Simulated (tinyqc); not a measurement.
Tunnelling through a gate dielectric, WKB transmission and Tsu-Esaki current: current against voltage.

Electrons leave the emitter at x = 0. Energies E (motion across the layers) are in eV from the emitter Fermi level; the collector Fermi level lies at -V and offers states at every E. No charge in the dielectric and no image force: F1 = V/t1, U = phi1 - F1 x. With C = hbar^2/(2 m0), kappa = sqrt(m (U - E)/C) where U > E and 0 elsewhere; T(E) = exp(-S), S = 2 times the integral of kappa over x.

Each layer adds (2/F) sqrt(m/C) [G(u at its left edge) - G(u at its right edge)] to S, with u = U - E (0 where negative) and G(u) = (2/3) u^1.5. J = J0 times the integral of T(E) N(E) dE, N = ln[(1 + exp(-E/Vt))/(1 + exp((-E - V)/Vt))], J0 = q^2 me m0 kB T/(2 pi^2 hbar^3) (times 1e-4 for A/cm^2 per eV), from E = -Ef to far above the barrier (T = 1 there), by quadrature converged to the digits shown.

Parameters, values chosen for the exercise; dielectric values close to those of silicon nitride: temperature T = 300 K; Fermi energy of the emitter above its band bottom Ef = 5 eV; emitter mass in the supply function me = 1 m0; barrier of layer 1 above the emitter Fermi level at zero bias phi1 = 2.06 eV; tunnelling mass of layer 1 m1 = 0.49 m0; thickness of layer 1 t1 = 3.2 nm.

Constants: q = 1.602176634e-19 C, kB = 1.380649e-23 J/K, hbar = 1.054571817e-34 J s, m0 = 9.1093837015e-31 kg, Vt = kB T/q, hbar^2/(2 m0) = 0.0380998212 eV nm^2. Results are converted to the units shown.

Results:

| V (V) | S at E = 0 | T(E = 0) | J (A/cm^2) | mean E of the current (eV) |
|---|---|---|---|---|
| 0.2 | 32.13 | 1.113e-14 | 2.454e-6 | -0.1886 |
| 0.74 | 29.78 | 1.169e-13 | 2.864e-5 | -0.2258 |
| 1.81 | 23.94 | 4.017e-11 | 0.006237 | -0.1688 |
| 2.35 | 19.25 | 4.358e-9 | 0.4392 | -0.1087 |
| 2.89 | 15.65 | 1.590e-7 | 21.82 | -0.1395 |
| 3.42 | 13.23 | 1.799e-6 | 327.6 | -0.1726 |
| 3.96 | 11.42 | 1.093e-5 | 2569 | -0.2046 |
| 4.5 | 10.05 | 4.304e-5 | 1.271e4 | -0.2353 |

Estimate the missing row, V = 1.27 V.

Computed row:

| V (V) | S at E = 0 | T(E = 0) | J (A/cm^2) | mean E of the current (eV) |
|---|---|---|---|---|
| 1.27 | 27.16 | 1.598e-12 | 3.284e-4 | -0.2042 |

With this row back in the table: J rises from 2.45e-6 to 12700 A/cm^2, by 1.98 decades a volt between the first two rows and 1.29 between the last two. From V = 2.35 V on (among the rows) a band edge falls below the emitter Fermi level, so electrons at E = 0 no longer cross the full thickness. In 3 of the 9 rows the field exceeds 10 MV/cm (up to 14.1), more than most dielectrics sustain; the model ignores breakdown.

Numbers from tinyqc (`OMP_NUM_THREADS=1 python tinyqc.py 2540167 2540168 out.jsonl`; about 0.03 s on one thread of a shared Intel Xeon 2.30GHz).
